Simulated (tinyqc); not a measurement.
Narrowing from the saturation current.

Question. A uniform n-type emitter has J0 = (q p0 D/L)(s + tanh(W/L))/(1 + s tanh(W/L)), D = mup Vt, s = S L/D, and p0 = (ni^2/N) exp(dE_app/kB T), where dE_app = dEg + kB T ln[(N/Nc) exp(-eta)]. Find p0, dE_app and dEg.

Parameters, values chosen for the exercise; band and dielectric values close to those of silicon:

| symbol | value | unit | meaning |
|---|---|---|---|
| T | 300 | K | temperature |
| Nc | 2.77e19 | cm^-3 | conduction-band density of states at 300 K |
| N | 6.9e19 | cm^-3 | ionised donor density |
| mup | 130 | cm^2/(V s) | minority-hole mobility |
| W | 780 | nm | emitter width |
| S | 1.1e5 | cm/s | recombination velocity at the contact |

Constants: q = 1.602176634e-19 C, kB = 1.380649e-23 J/K, Vt = kB T/q. Results are converted to the units shown.

J0 = 370.20366 fA/cm^2
L = 502.03324 nm
ni = 1.2763521e10 cm^-3
converged eta = 1.7647842

Answer. J0 gives p0, its ratio to ni^2/N gives dE_app, and the degeneracy term is taken off.

p0 = 33.8 cm^-3
dE_app = 68.8 meV
dEg = 90.8 meV

Numbers from tinyqc (`OMP_NUM_THREADS=1 python tinyqc.py 2330102 2330103 out.jsonl`; about 0.01 s on one thread of a shared Intel Xeon 2.30GHz).
